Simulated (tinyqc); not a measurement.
Resonant-tunnelling diode, transfer matrices and Tsu-Esaki current: two steps of the calculation.

Emitter (band edge 0), barrier d1, well Lw, barrier d2, collector (edge -V). The bias drops linearly over these layers and none in the contacts; each layer is cut into ns equal slices, flat at the value of their centres. E is the energy of motion across the layers, C = hbar^2/(2 m0), psi and psi'/m are continuous. Transport is coherent, T(E) is taken as independent of the transverse momentum, and charge in the well is ignored.

Parameters, values chosen for the exercise; masses and offsets of a made-up heterostructure: temperature T = 77 K; mass in the well, spacer and contacts mw = 0.21 m0; Fermi energy of both contacts above their band edges Ef = 0.068 eV; bias of the collector V = 0.12 V.

Constants: q = 1.602176634e-19 C, kB = 1.380649e-23 J/K, hbar = 1.054571817e-34 J s, m0 = 9.1093837015e-31 kg, Vt = kB T/q. Results are converted to the units shown.

Question 1. Breit-Wigner parameters from a parabola through 1/T(E). Near a resonance 1/T(E) = (1/Tp) [1 + (2 (E - Er)/G)^2]. With y = 1/T(E) at E0 - h, E0, E0 + h: a = (y1 + y3 - 2 y2)/(2 h^2), b = (y3 - y1)/(2 h), Er = E0 - b/(2 a), 1/Tp = y2 - b^2/(4 a), G = 2 sqrt(1/(Tp a)), tau = hbar/G.

three energies (eV): 0.151065  0.155365  0.159665
T(E) at these energies: 0.82612533  0.95443174  0.76786290

Wanted: Er; Tp; G; tau.

Answer 1.

Er = 0.15489 eV
Tp = 0.95674
G = 19.248 meV
tau = 34.196 fs

The true maximum of T(E) lies at 0.15478 eV with height 0.9580 and full width 19.13 meV; the fitted G is 0.60 % above that width.

Question 2. Current from the resonance alone. J = J0 times the integral over E > 0 of T(E) N(E), N = ln[(1 + exp((Ef - E)/Vt))/(1 + exp((Ef - V - E)/Vt))], J0 = q^2 mw m0 kB T/(2 pi^2 hbar^3) (times 1e-4 for A/cm^2 per eV). For a sharp resonance J = J0 (pi G/2) Tp N(Er), with Er the peak energy, Tp the peak transmission and G the full width at half maximum (in eV). The three values given are estimates from a parabola through three points of 1/T(E).

Er = 0.15489179 eV
Tp = 0.95673912
G = 19.248347 meV

Give: J0; N(Er); J.

Answer 2.

J0 = 2.255e7 A/(cm^2 eV)
N(Er) = 2.055e-6
J = 0.001340 kA/cm^2

The full integral over T(E) gives 5.838 kA/cm^2; the value above is 2.3e-4 times it.

Computed by the program tinyqc: `OMP_NUM_THREADS=1 python tinyqc.py 2600145 2600146 out.jsonl`, one thread of a shared Intel Xeon 2.30GHz, about 0.1 s for the whole run.
